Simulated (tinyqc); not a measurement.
Finite-difference solution of the diffusion equation on a small grid: one step, computed by the program tinyqc.

dC/dt = D d2C/dx2 on nodes x_j = j dx, j = 0..9; the far end is sealed.

Problem. Amplification factors. The mode of M with eigenvalue mu has its amplitude multiplied per step by g = (1 + (1 - theta) r mu)/(1 - theta r mu), with theta = 0 explicit, 1 implicit, 1/2 Crank-Nicolson; the explicit scheme is stable for r up to 2/|mu_min|.

Boundary at x = 0: fixed surface value. Scheme: explicit.

operator M:
```
   0   1   2   3   4   5   6   7
0  0   0   0   0   0   0   0   0
1  1  -2   1   0   0   0   0   0
2  0   1  -2   1   0   0   0   0
3  0   0   1  -2   1   0   0   0
4  0   0   0   1  -2   1   0   0
5  0   0   0   0   1  -2   1   0
6  0   0   0   0   0   1  -2   1
7  0   0   0   0   0   0   1  -2
8  0   0   0   0   0   0   0   1
9  0   0   0   0   0   0   0   0

    8   9
0   0   0
1   0   0
2   0   0
3   0   0
4   0   0
5   0   0
6   0   0
7   1   0
8  -2   1
9   2  -2
```

mesh ratio r = 0.1633

Give: eigenvalues mu of M; factors g; largest stable r of the explicit scheme.

Solution.

eigenvalues mu of M: -3.9696  -3.7321  -3.2856  -2.6840  -2.0000  -1.3160  -0.7144  -0.2679  -0.0304  0.0000

factors g: 0.3518  0.3906  0.4635  0.5617  0.6734  0.7851  0.8833  0.9562  0.9950  1.0000

largest stable r of the explicit scheme = 0.50383

The smallest factor is 0.352: no mode changes sign, and all decay but one with mu = 0 where there is such a mode.
